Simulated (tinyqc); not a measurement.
Sensitivity of the reflectance: thin-film optics by transfer matrices.

Indices N = n + i k. Snell: N0 sin(theta) = N_j sin(theta_j), with Im(N_j cos theta_j) >= 0. Admittance y_j = N_j cos theta_j for s and N_j/cos theta_j for p. Phase delta_j = 2 pi N_j cos theta_j d_j/lambda. Layer matrix [[cos delta, -i sin delta/y], [-i y sin delta, cos delta]], multiplied from the top down to M. (B, C) = M (1, y_sub); r = (y0 B - C)/(y0 B + C), R = |r|^2, T = 4 Re y0 Re y_sub/|y0 B + C|^2, absorbed in the films 1 - R - T.

Parameters, chosen for this exercise (indices near those of resist on polySi; the results hold for these values, not for the real material):

| symbol | value | unit | meaning |
|---|---|---|---|
| lam | 365 | nm | vacuum wavelength |
| n0 | 1 |  | ambient index |
| n | (1.719, 4.862) |  | n of resist, substrate |
| k | (0.025, 2.622) |  | k in the same order |
| d | (83.8) | nm | thicknesses, top first |
| theta | 0 | degrees | angle of incidence |

R for both polarisations.

Results for these values:

| case | R_s | R_p | T_s |
|---|---|---|---|
| base | 0.4246 | 0.4246 | 0.4893 |

What happens to each result for d = (88.8) nm, all else kept?

Answer: R_s rises from 0.4246 to 0.4534; R_p rises from 0.4246 to 0.4534; T_s falls from 0.4893 to 0.4631.

The same for each parameter in turn:

| case | R_s | R_p | T_s |
|---|---|---|---|
| base | 0.4246 | 0.4246 | 0.4893 |
| d = (88.8) nm | 0.4534 | 0.4534 | 0.4631 |
| n = (1.753, 4.862) | 0.4375 | 0.4375 | 0.4802 |
| k = (0.025, 2.894) | 0.4417 | 0.4417 | 0.4714 |
| lam = 370 nm | 0.4166 | 0.4166 | 0.4965 |
| theta = 5 degrees | 0.4248 | 0.4226 | 0.4888 |

Run: tinyqc, `OMP_NUM_THREADS=1 python tinyqc.py 1650994 1650995 out.jsonl`; Intel(R) Xeon(R) Processor @ 2.30GHz, one thread, shared host; about 0.01 s of CPU time with all checks.
